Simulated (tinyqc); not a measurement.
Inside a calculation. Model: Gupta-type many-body potential for a metal. Computed by tinyqc, a small Python program that keeps every step. Command: `OMP_NUM_THREADS=1 python tinyqc.py 3019341 3019342 out.jsonl gupta walk`. One thread of a shared host (Intel(R) Xeon(R) Processor @ 2.30GHz), about 0.01 s of CPU time with the checks. Intermediate numbers are printed to about 5 digits and carried at full precision; extremes and crossings named in words are read from the listed rows.

E_i = sum_j A exp(-p (r_ij/r0 - 1)) - xi rho_i^gamma, with rho_i = sum_j exp(-2 q (r_ij/r0 - 1)); gamma = 1/2 is the tight-binding second-moment form. The crystal is fcc unless stated; d is the neighbour distance and a fixed number of shells is kept.

Inputs (values chosen for the exercise, modelled on lead): repulsion A = 0.094 eV; hopping xi = 0.909 eV; decay p = 9.59; decay q = 3.74; reference distance r0 = 3.501 angstrom; shells kept = 2; embedding exponent gamma = 0.5.

Surface: (111).

Constants: 1 eV/angstrom^3 = 160.2176634 GPa; 1 eV/angstrom^2 = 16.02176634 J/m^2.

## Equilibrium of the fcc crystal

fcc shells: d sqrt(k), k = 1..5, with 12, 6, 24, 12, 24 atoms; Omega = d^3/sqrt2. Equilibrium: dE/dd = 0; B = d^2 E''(d)/(9 Omega).

neighbour distance d = 3.4459 angstrom

lattice constant = 4.8732 angstrom

cohesive energy E_c = 2.0542 eV

bulk modulus B = 44.424 GPa

## Shell terms at equilibrium

Repulsion and density of one neighbour in each shell, and their sums.

Shells:
```
shell  count  r (angstrom)  repulsion (eV)  density
1         12        3.4459         0.10933   1.1250
2          6        4.8732         0.00219   0.0533
```

repulsive energy = 1.3251 eV

density rho = 13.820

The band term is -xi rho^gamma = -3.3792 eV; with the repulsion it gives -E_c.

## Unrelaxed vacancy

Each neighbour j of the vacancy loses one repulsive term and one density term: E_v = sum_shells count x {-repulsion - xi [(rho - density)^gamma - rho^gamma]}. (The removed atom returns to a bulk-like site, so its own energy cancels.)

vacancy energy E_v = 0.39963 eV

ratio E_v/E_c, E_c = xi rho^gamma less the repulsive energy = 0.19455

A pair potential gives E_v = E_c; here the ratio is 0.19, as the remaining bonds of the neighbours strengthen when one is lost.

## Elastic constants

Second derivatives of E/Omega at equilibrium under homogeneous strain: e_xx = h gives C11; e_xx = -e_yy = h gives 2 (C11 - C12); e_xy = e_yx = h/2 gives C44.

C11 = 50.314 GPa

C12 = 41.479 GPa

C44 = 12.761 GPa

Cauchy pressure C12 - C44 = 28.718 GPa

C12/C44 = 3.25; pair forces would give 1. The excess comes from the curvature of the embedding term.

## The (111) surface

Cut the crystal without relaxation; an atom in layer l keeps the neighbours that lie below the surface plane. Excess = E_i + E_c. Surface energy = sum of excesses over the layers, divided by the area per surface atom: (sqrt3/2) d^2 for (111), d^2 for (100), sqrt2 d^2 for (110).

Layers:
```
layer  nearest neighbours  repulsion (eV)     rho  excess (eV)
1                       9         0.99051  10.285      0.12949
```

excess per surface atom = 0.12949 eV

surface energy = 0.20176 J/m^2

## Three surfaces against bond counting

Bond counting with pair bonds charges E_c/12 for each missing nearest neighbour: 3, 4 and 6 per surface cell.

Surfaces:
```
face   missing bonds  excess (eV)  bond counting (eV)    ratio  surface energy (J/m^2)
(111)              3      0.12949              0.5135  0.25215                 0.20176
(100)              4      0.17697              0.6847  0.25845                 0.23879
(110)              6      0.28341              1.0271  0.27594                 0.27041
```

The order of surface energies is (111) < (100) < (110), with (110)/(111) = 1.340 against 1.225 from counting first-neighbour bonds. The excess is 0.25 to 0.28 of the bond-counting value: atoms with fewer neighbours have stronger bonds. Further shells enter the excess but not the count. Caution: relaxation, left out here, lowers surface energies. Caution: fitted second-moment potentials usually give surface energies well below measured ones.

## Energy against coordination

Nearest neighbours only, z equal bonds relaxed to their best length: r/r0 = 1 + ln[A p z^(1 - gamma)/(2 q gamma xi)]/(p - 2 q gamma), E = z A exp(-p (r/r0 - 1)) - xi [z exp(-2 q (r/r0 - 1))]^gamma.

Relaxed bonds:
```
z   r (angstrom)  E per atom (eV)  E/z (eV)
1         2.7066          -1.2956   -1.2956
2         2.9140          -1.4681   -0.7340
3         3.0353          -1.5794   -0.5265
4         3.1214          -1.6636   -0.4159
6         3.2427          -1.7898   -0.2983
8         3.3288          -1.8851   -0.2356
9         3.3641          -1.9255   -0.2139
12        3.4502          -2.0281   -0.1690
```

Bonds lengthen from 2.707 to 3.450 angstrom between z = 1 and 12, and |E| grows as z^0.180, the exponent gamma (p - 2q)/(p - 2 q gamma) = 0.180; pair bonds would give z^1 at a fixed length.

Checks made by the program: sum of the shell terms (relative difference below 1e-10); (C11 + 2 C12)/3 against B (relative difference 1e-10).
